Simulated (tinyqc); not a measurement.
Worked calculation: order-disorder in a binary alloy on two sublattices: Bragg-Williams and pair (quasi-chemical) approximations. Computed by tinyqc, a small Python program that keeps every step. Command: `OMP_NUM_THREADS=1 python tinyqc.py 3007719 3007720 out.jsonl order walk`. One thread of a shared host (Intel(R) Xeon(R) Processor @ 2.30GHz), about 0.01 s of CPU time with the checks. Intermediate numbers are printed to about 5 digits and carried at full precision; extremes and crossings named in words are read from the listed rows.

All z = 8 neighbours of a site lie on the other sublattice. B fills the sublattices with x + eta/2 and x - eta/2; energies are per site, from the pure components: u = -z w y with y the probability of an A-B bond taken in one order.

Inputs (values chosen for the exercise, for a model alloy): ordering energy w = (e_AA + e_BB)/2 - e_AB = 14.4 meV; fraction x of B = 0.48; temperature T = 386 K.

Lattice: bcc (B2 order, z = 8). Method: Newton steps.

scattering factors f_A, f_B (electrons): 33  68

Constants: k_B = 8.617333262e-05 eV/K.

## Critical temperatures

Bragg-Williams: k_B T_c = 2 z w x (1 - x). Pair approximation at x = 1/2: k_B T_c = w/ln(z/(z - 2)).

T_c, Bragg-Williams = 667.35 K

T_c, pair approximation at x = 1/2 = 580.87 K

At x = 1/2 the pair value is 0.869 of the Bragg-Williams one; the ratio tends to 1 as z grows.

## Long-range order, Bragg-Williams

Bragg-Williams: u = -z w [x (1 - x) + eta^2/4]; minimising f gives ln[a (1 - b)/(b (1 - a))] = 2 z w eta/(k_B T) =: ln Q, a = x + eta/2, b = x - eta/2. For given Q this is a quadratic for eta, (Q - 1) eta^2/4 - (Q + 1) eta/2 + (Q - 1) x (1 - x) = 0, smaller root: the map eta -> phi(eta). Newton steps on phi(eta) - eta, with the slope by central differences of 1e-6; start at 0.999 times 2x; stop when |phi - eta| < 1e-10.

Iteration:
```
step      eta  phi(eta)    phi - eta
1     0.95904   0.91999  -3.9053e-02
2     0.91013   0.90910  -1.0260e-03
3     0.90877   0.90877  -8.6404e-07
4     0.90877   0.90877            0
```

order parameter eta = 0.90877

last residual = 0

Converged: eta is 94.7 % of its largest value 2x.

## Energy, entropy and site fractions

a = x + eta/2, b = x - eta/2; u = -z w [x (1 - x) + eta^2/4]; s/k_B = [s2(a) + s2(b)]/2, s2(c) = -c ln c - (1 - c) ln(1 - c); gain on ordering = f(eta) - f(0), f = u - T s. Superlattice over fundamental intensity = [eta (f_B - f_A)/2]^2/[(1 - x) f_A + x f_B]^2.

B fraction on its own sublattice = 0.93439

B fraction on the A sublattice = 0.025615

energy u = -52.539 meV/site

entropy s = 0.18065 k_B/site

gain on ordering = -6.7643 meV/site

intensity ratio = 0.10198

A on the B sublattice: 0.0656, of which 0.0400 is forced by composition.

## Short-range order at the Bragg-Williams T_c

Quasi-chemical disordered state, with T here the Bragg-Williams T_c and not the input T: y^2/[(1 - x - y)(x - y)] = exp(2 w/(k_B T)) =: E, so y = 2 x (1 - x)/(1 + r), r = sqrt(1 - 4 x (1 - x)(1 - 1/E)); Warren-Cowley alpha = 1 - y/(x (1 - x)); u = -z w y.

bond probability y = 0.28062

alpha of the disordered state at the Bragg-Williams T_c = -0.12429

energy of the disordered state = -32.328 meV/site

Short-range order already holds 13 % of the full ordering energy z w x^2, counted from the random alloy at -z w x (1 - x); Bragg-Williams puts none there.

## Both approximations at x = 1/2

At x = 1/2 the alloy is an Ising model with K = w/(2 k_B T). Bragg-Williams: eta = tanh(z K eta), neighbour correlation -eta^2. Pair: h = (z - 1) artanh(tanh K tanh h), eta = tanh(z h/(z - 1)), correlation -(tanh K + tanh^2 h)/(1 + tanh K tanh^2 h). T is given in units of the Bragg-Williams T_c at x = 1/2, z w/(2 k_B).

Order and neighbour correlation:
```
T/T_c   T (K)  eta, Bragg-Williams  correlation, Bragg-Williams  eta, pair  correlation, pair
0.30    200.5              0.99741                     -0.99483    0.99734           -0.99472
0.45    300.8              0.97398                     -0.94863    0.97096           -0.94434
0.55    367.6              0.93553                     -0.87521    0.92253           -0.85847
0.65    434.5              0.87207                     -0.76050    0.83171           -0.71522
0.75    501.3              0.77552                     -0.60143    0.66642           -0.50270
0.85    568.2              0.62950                     -0.39627    0.28927           -0.20895
0.95    635.0              0.37949                     -0.14401    0.00000           -0.13082
1.10    735.3              0.00000                      0.00000    0.00000           -0.11315
1.50   1002.6              0.00000                      0.00000    0.00000           -0.08314
```

The pair approximation loses long-range order between T/T_c = 0.85 and 0.95, at 581 K, and keeps a correlation of -0.083 in the last row. At its own T_c the correlation is -1/(z - 1) = -0.143, so the fewer the neighbours, the more of the ordering energy is released above T_c.

Checks made by the program: eta against bracketed root finding (relative difference below 1e-10).
